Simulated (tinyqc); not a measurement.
Changing the J1: polytypes and stacking faults of a tetrahedral semiconductor in an axial Ising model with couplings up to third neighbours. Computed by tinyqc, a small Python program. Command: `OMP_NUM_THREADS=1 python tinyqc.py 3006355 3006356 out.jsonl polytype sweep`. One thread of a shared host (Intel(R) Xeon(R) Processor @ 2.30GHz), about 0.02 s of CPU time with the checks.

Each double layer has s = +1 or -1 for the sense of its stacking step; E per pair of atoms = E0 - sum_n J_n <s_i s_(i+n)>, n = 1, 2, 3. Hexagonality h = (1 - <s_i s_(i+1)>)/2.

Inputs (values chosen for the exercise, of the order of those of silicon for J, a, G and the gaps):
```
quantity,value,unit
J2,-0.689,meV/pair
J3,-0.22,meV/pair
basal lattice constant a,3.84,angstrom
shear modulus G,64.9,GPa
Poisson ratio nu,0.29,-
gap of 3C,1.17,eV
gap of 4H,1.1,eV
```

Host polytype: 3C.

correlations of the repeat units 3C (+), 2H (+-), 4H (++--), 6H (+++---), 15R (+++--), 8H (++++----), 21R (++++---), 9R (++-):
```
,n = 1,n = 2,n = 3
3C,1.000000,1.000000,1.000000
2H,-1.000000,1.000000,-1.000000
4H,0.000000,-1.000000,0.000000
6H,0.333333,-0.333333,-1.000000
15R,0.200000,-0.600000,-0.600000
8H,0.500000,0.000000,-0.500000
21R,0.428571,-0.142857,-0.714286
9R,-0.333333,-0.333333,1.000000
```

fault coefficients k_n:
```
,J1,J2,J3
intrinsic,4,4,4
extrinsic,4,8,8
twin boundary,2,4,6
```

Constants: 1 eV/angstrom^2 = 16.02176634 J/m^2.

Method:
- E - E(3C) = sum_n J_n (1 - C_n), C_n = <s_i s_(i+n)>. The gap is taken linear in h between 3C (h = 0) and 4H (h = 1/2), a rough rule, with a dash beyond.
- Faults in 3C: the sequences intrinsic (-), extrinsic (--), twin boundary (+ turns to -) are put between perfect repeats; k_n = (layers x C_n of the host) - sum_i s_i s_(i+n). gamma = sum k_n J_n/A, A = (sqrt 3/2) a^2; 1 meV/angstrom^2 = 16.02177 mJ/m^2.
- Screw line, bounded by the intrinsic fault of energy gamma: b = a, partials b_p = a/sqrt 3; d = G b_p^2 (2 - 3 nu)/(8 pi gamma (1 - nu)). One partial is driven off by the shear stress gamma/b_p along its Burgers vector.

One run for each value:
```
J1 (meV/pair),E(2H) - E(3C) (meV/pair),E(4H) - E(3C) (meV/pair),E(6H) - E(3C) (meV/pair),"energy of the glide fault, intrinsic (mJ/m^2)",splitting width d (nm)
7.34,14.24,5.742,3.535,32.27,6.259
7.94,15.44,6.342,3.935,35.29,5.725
8.53,16.62,6.932,4.328,38.25,5.282
9.13,17.82,7.532,4.728,41.26,4.896
9.72,19.00,8.122,5.121,44.22,4.568
10.30,20.16,8.702,5.508,47.13,4.286
10.90,21.36,9.302,5.908,50.14,4.029
11.50,22.56,9.902,6.308,53.15,3.801
12.10,23.76,10.502,6.708,56.16,3.597
```

What does the table show, and why?

Over the rows, E(2H) - E(3C) (meV/pair) rises from 14.2 to 23.8; E(4H) - E(3C) (meV/pair) rises from 5.74 to 10.5; E(6H) - E(3C) (meV/pair) rises from 3.53 to 6.71. All energies are linear in J1, with slopes 2, 1 and 2/3 for 2H, 4H and 6H: twice the hexagonality.

Extremes, crossings and ranges named in words are read from the listed rows.
